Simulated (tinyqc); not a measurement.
## The weight eta from points of equal mobility

Problem. If the mobility depends on E = q (Ndep + eta Ns)/(eps0 eps_r) alone, two points of equal mobility on its falling branch have equal E. Find eta and E.

Parameters, values chosen for the exercise: relative permittivity of the semiconductor eps_r = 11.8.

Constants: q = 1.602176634e-19 C, eps0 = 8.8541878128e-14 F/cm where lengths are in cm. Results are converted to the units shown.

Ndep at two body biases (cm^-2): 3.2244531e12  5.3287252e12
Ns at which the mobility is the same (cm^-2): 1.5e13  1.1103200e13

Solution. eta is the ratio of the differences of Ndep and Ns.

eta = 0.540
E = 1.74 MV/cm

Numbers from tinyqc (`OMP_NUM_THREADS=1 python tinyqc.py 2510024 2510025 out.jsonl`; about 0.01 s on one thread of a shared Intel Xeon 2.30GHz).
